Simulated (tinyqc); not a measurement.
# Metal-interlayer-semiconductor contact, depinning against tunnelling resistance, step by step

Computed by the program tinyqc: `OMP_NUM_THREADS=1 python tinyqc.py 2270027 2270028 out.jsonl`, one thread of a shared Intel Xeon 2.30GHz, about 0.02 s for the whole run. Printed values are rounded.

Zero bias, n-type semiconductor. Gap states at the semiconductor surface thin out as exp(-be ti), which unpins the barrier; electrons must then cross the interlayer (a rectangular barrier, no voltage drop across it) and the parabolic depleted layer, both by WKB. Energies E are counted from the Fermi level; no image force, parabolic bands.

Parameters, values chosen for the exercise; semiconductor values close to those of gallium nitride; interlayer mass of the order of that in titanium dioxide, offset chosen freely:
- T = 300 K (temperature)
- Eg = 3.5 eV (band gap)
- eps_r = 9.44 (relative permittivity)
- chi = 3.99 eV (electron affinity)
- Nc = 2.3e18 cm^-3 (conduction-band density of states at T)
- mt = 0.199 m0 (tunnelling mass in the semiconductor)
- mA = 0.192 m0 (Richardson mass)
- Nd = 1.1e20 cm^-3 (donor density)
- E0 = 2.2 eV (charge-neutrality level above the valence band)
- S0 = 0.58 (pinning factor without interlayer)
- phiM = 4.24 eV (metal work function)
- ti = 1.5 nm (interlayer thickness)
- dE = 0.06 eV (conduction-band offset of the interlayer above the semiconductor)
- mi = 0.31 m0 (tunnelling mass in the interlayer)
- be = 4.2 1/nm (decay constant of gap states through the interlayer)

Constants: q = 1.602176634e-19 C, kB = 1.380649e-23 J/K, eps0 = 8.8541878128e-12 F/m, hbar = 1.054571817e-34 J s, h = 6.62607015e-34 J s, m0 = 9.1093837015e-31 kg, Vt = kB T/q, hbar^2/(2 m0) = 0.0380998212 eV nm^2. Results are converted to the units shown.

Range of the model: The depletion charge would drop about 0.19 V across such an interlayer (eps_r near 40) at ti = 1.5 nm and Nd = 1.1e20 cm^-3, against a band bending of 0.66 V; this model leaves that drop out.

## Pinning, barrier and scales

S = 1/(1 + (1/S0 - 1) exp(-be ti)); phiB = S (phiM - chi) + (1 - S)(Eg - E0); xi = Ec - EF deep inside, from Nd = Nc F(-xi/Vt), F(x) = (2/sqrt(pi)) int_0^infinity sqrt(u) du/(1 + exp(u - x)); band bending U = phiB - xi; E00 = (hbar/2) sqrt(Nd/(eps0 eps_r mt m0)) in volts; A = 4 pi q mA m0 kB^2/h^3.

S = 0.998672
phiB = 0.251394 eV
xi = -0.410465 eV
U = 0.661860 eV
E00 = 0.142073 eV
A = 23.0733 A/(cm^2 K^2)

The interlayer moves the barrier from 0.691 eV to 0.251 eV; the unpinned limit is phiM - chi = 0.250 eV. E00/Vt = 5.50: by the usual rule of thumb (over 5) field emission.

## Exponents and integrand on an energy grid

E, point 0 to 13 (eV): -0.41  -0.35923  -0.30846  -0.25769  -0.20692  -0.15615  -0.10538  -0.05462  -0.00385  0.04692  0.09769  0.14846  0.19923  0.25

With U = phiB - xi: for xi < E < phiB, y = (E - xi)/U and G1 = (U/E00) [sqrt(1 - y) - y ln((1 + sqrt(1 - y))/sqrt(y))], G1 = 0 above phiB; G2 = 2 ti sqrt(mi max(phiB + dE - E, 0)/C), C = hbar^2/(2 m0); f = 1/(1 + exp(E/Vt)); integrand exp(-G1 - G2) f.

```
point	G1	G2	f	integrand (1e-3)
0	4.64280	7.26820	1.00000	0.00672
1	3.77052	7.00778	0.999999	0.02085
2	3.14502	6.73729	0.999993	0.05107
3	2.62032	6.45549	0.999953	0.11440
4	2.16447	6.16080	0.999666	0.24223
5	1.76266	5.85130	0.997624	0.49234
6	1.40657	5.52448	0.983313	0.96068
7	1.09119	5.17714	0.892141	1.69096
8	0.81335	4.80468	0.537163	1.95086
9	0.57155	4.40081	0.140041	0.97003
10	0.36557	3.95592	0.0223392	0.29667
11	0.19684	3.45420	0.00319589	0.08298
12	0.06984	2.86595	4.49664e-4	0.02387
13	0.00030	2.12034	6.31186e-5	0.00757
```

## Contact resistivity

1/rho_c = (A T^2/Vt^2) I, with I the trapezoid sum of the integrand over the grid.

I = 3.50507e-4 eV
rho_c = 9.1821e-7 ohm cm^2

A fine grid from xi upwards gives rho_c = 9.170e-7 ohm cm^2; the coarse value is 0.13 % above it. The integrand peaks at E = -0.018 eV, and 0.12 % of the current flows above phiB. Tunnelling through the interlayer costs a factor of 189 at this barrier height; the bare contact (ti = 0) has rho_c = 5.55e-8 ohm cm^2, so with the interlayer rho_c is 16.5 times that.
